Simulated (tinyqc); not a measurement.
Quantum well in an electric field by finite differences: one step. The tridiagonal Hamiltonian. Three cases, with inputs chosen for the exercise.

Task: Form the diagonal and the neighbouring elements; V in the grid already includes the field.

Finite differences on points z_i at the centres of cells of width h: H_ii = (c/h^2)(1/m_(i-1/2) + 1/m_(i+1/2)) + V_i, H_(i,i+1) = -(c/h^2)/m_(i+1/2), where m_(i+1/2) is the mean of the masses at the two points (the end values are repeated outwards), psi = 0 on the points beyond both ends, c = hbar^2/2m0. The field adds e F (z - z0) with z0 the middle of the structure; 1 kV/cm = 1e-5 eV/angstrom.

Constants: hbar^2/2m0 = 3.80998211 eV angstrom^2.

Give: diagonal H_ii; H_(i,i+1).

Case 1.

Values chosen (out of a larger set: near those of a non-polar GaN well in AlGaN; not measured data): h = 7 angstrom (cell width of the coarse grid).

Grid:

| i | z (angstrom) | V (eV) | m (m0) |
|---|---|---|---|
| 1 | 3.500 | 0.204950 | 0.220000 |
| 2 | 10.500 | 0.212650 | 0.220000 |
| 3 | 17.500 | 0.220350 | 0.220000 |
| 4 | 24.500 | 0.228050 | 0.220000 |
| 5 | 31.500 | -0.019250 | 0.198000 |
| 6 | 38.500 | -0.011550 | 0.198000 |
| 7 | 45.500 | -0.003850 | 0.198000 |
| 8 | 52.500 | 0.003850 | 0.198000 |
| 9 | 59.500 | 0.011550 | 0.198000 |
| 10 | 66.500 | 0.019250 | 0.198000 |
| 11 | 73.500 | 0.281950 | 0.220000 |
| 12 | 80.500 | 0.289650 | 0.220000 |
| 13 | 87.500 | 0.297350 | 0.220000 |
| 14 | 94.500 | 0.305050 | 0.220000 |

Result:

diagonal H_ii (eV): 0.9118  0.9195  0.9272  0.9535  0.7455  0.7739  0.7816  0.7893  0.7970  0.7840  1.0074  0.9965  1.0042  1.0119

H_(i,i+1) (eV): -0.3534  -0.3534  -0.3534  -0.3720  -0.3927  -0.3927  -0.3927  -0.3927  -0.3927  -0.3720  -0.3534  -0.3534  -0.3534

Case 2.

Values chosen (out of a larger set: near those of a GaAs well in AlGaAs; not measured data): h = 16 angstrom (cell width of the coarse grid).

Grid:

| i | z (angstrom) | V (eV) | m (m0) |
|---|---|---|---|
| 1 | 8.000 | 0.210440 | 0.090200 |
| 2 | 24.000 | 0.214120 | 0.090200 |
| 3 | 40.000 | 0.217800 | 0.090200 |
| 4 | 56.000 | -0.005520 | 0.068100 |
| 5 | 72.000 | -0.001840 | 0.068100 |
| 6 | 88.000 | 0.001840 | 0.068100 |
| 7 | 104.000 | 0.005520 | 0.068100 |
| 8 | 120.000 | 0.236200 | 0.090200 |
| 9 | 136.000 | 0.239880 | 0.090200 |
| 10 | 152.000 | 0.243560 | 0.090200 |

Result:

diagonal H_ii (eV): 0.5404  0.5441  0.5708  0.4011  0.4352  0.4389  0.4121  0.5892  0.5699  0.5736

H_(i,i+1) (eV): -0.1650  -0.1650  -0.1880  -0.2185  -0.2185  -0.2185  -0.1880  -0.1650  -0.1650

Case 3.

Values chosen (out of a larger set: near those of a GaAs well in AlGaAs; not measured data): h = 38 angstrom (cell width of the coarse grid).

Grid:

| i | z (angstrom) | V (eV) | m (m0) |
|---|---|---|---|
| 1 | 19.000 | 0.124930 | 0.082800 |
| 2 | 57.000 | 0.131390 | 0.082800 |
| 3 | 95.000 | 0.137850 | 0.082800 |
| 4 | 133.000 | -0.009690 | 0.068500 |
| 5 | 171.000 | -0.003230 | 0.068500 |
| 6 | 209.000 | 0.003230 | 0.068500 |
| 7 | 247.000 | 0.009690 | 0.068500 |
| 8 | 285.000 | 0.170150 | 0.082800 |
| 9 | 323.000 | 0.176610 | 0.082800 |
| 10 | 361.000 | 0.183070 | 0.082800 |

Result:

diagonal H_ii (eV): 0.1887  0.1951  0.2046  0.0637  0.0738  0.0803  0.0831  0.2369  0.2403  0.2468

H_(i,i+1) (eV): -0.0319  -0.0319  -0.0349  -0.0385  -0.0385  -0.0385  -0.0349  -0.0319  -0.0319

Computed by tinyqc, one run a case: `OMP_NUM_THREADS=1 python tinyqc.py N N+1 out.jsonl` with N = 1251840, 1252226, 1252656; one thread of a shared Intel(R) Xeon(R) Processor @ 2.30GHz, about 0.03 s a run at most.
